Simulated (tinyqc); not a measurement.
# Minority carriers and saturation current of a heavily doped emitter, step by step

Numbers from tinyqc (`OMP_NUM_THREADS=1 python tinyqc.py 2330166 2330167 out.jsonl`; about 0.01 s on one thread of a shared Intel Xeon 2.30GHz). Printed values are rounded.

n-type, parabolic bands, full ionisation. eta = (EF - Ec)/kB T solves N = Nc F12(eta), F12(x) = (2/sqrt(pi)) int_0^infinity sqrt(u)/(1 + exp(u - x)) du. The gap shrinks rigidly by dEg = a3 y^(1/3) + a4 y^(1/4) + a2 y^(1/2), y = N/1e18 cm^-3, an empirical law that is here taken as the true narrowing.

Values chosen for this exercise; band and dielectric values those of a made-up semiconductor:

| symbol | value | unit | meaning |
|---|---|---|---|
| T | 300 | K | temperature |
| Eg | 1.37 | eV | band gap |
| Nc | 3.41e19 | cm^-3 | conduction-band density of states at 300 K |
| Nv | 3.34e19 | cm^-3 | valence-band density of states at 300 K |
| N | 5.5e18 | cm^-3 | ionised donor density |
| a3 | 8.1 | meV | coefficient of (N/1e18)^(1/3) |
| a4 | 3.6 | meV | coefficient of (N/1e18)^(1/4) |
| a2 | 1.4 | meV | coefficient of (N/1e18)^(1/2) |
| mup | 130 | cm^2/(V s) | minority-hole mobility |
| Cn | 1.6e-31 | cm^6/s | Auger coefficient |
| ts | 1 | us | defect lifetime |
| W | 430 | nm | emitter width |
| S | 94000 | cm/s | recombination velocity at the contact |

Constants: q = 1.602176634e-19 C, kB = 1.380649e-23 J/K, Vt = kB T/q. Results are converted to the units shown.

Range of the model: Band tails, non-parabolic bands and incomplete ionisation are left out.

## Iteration 1: Fermi level

eta at the start (Boltzmann value) = -1.8245

Newton step on ln F12(eta) = ln(N/Nc): eta(new) = eta - ln(Nc F12/N) F12/Fm, Fm(x) = dF12/dx = (1/sqrt(pi)) int_0^infinity u^(-1/2)/(1 + exp(u - x)) du.

F12 = 0.152832
Fm = 0.145028
eta after iteration 1 = -1.76773

## Course of the iteration

Stop when eta changes by less than 1e-9.

Course of the iteration:
```
iteration,eta,change
1,-1.76773,0.0568
2,-1.76765,7.91e-5
3,-1.76765,1.58e-10
```

Converged in 3 iterations.

## Effective intrinsic density

converged eta = -1.76765

ni = sqrt(Nc Nv) exp(-Eg/(2 Vt)), Eg in volts; degeneracy factor g = F12(eta) exp(-eta); nie^2 = ni^2 exp(dEg/kB T) g, p0 = nie^2/N; apparent narrowing dEg + kB T ln g.

ni = 1.04896e8 cm^-3
dEg = 23.0943 meV
g = 0.944692
apparent narrowing = 21.6234 meV
nie = 1.59362e8 cm^-3
p0 = 0.00461751 cm^-3

Narrowing multiplies p0 by 2.44 and degeneracy by 0.945.

## Saturation current

1/tau = Cn N^2 + 1/ts, D = mup Vt, L = sqrt(D tau); J0 = (q p0 D/L)(s + tanh(W/L))/(1 + s tanh(W/L)), s = S L/D; the share recombining inside is 1 - 1/[cosh(W/L)(1 + tanh(W/L)/s)].

tau = 171.233 ns
L = 7585.99 nm
s = 21.2179
J0 = 0.0316739 fA/cm^2
share recombining inside = 0.426162 %

The emitter is transparent: most holes reach the contact.
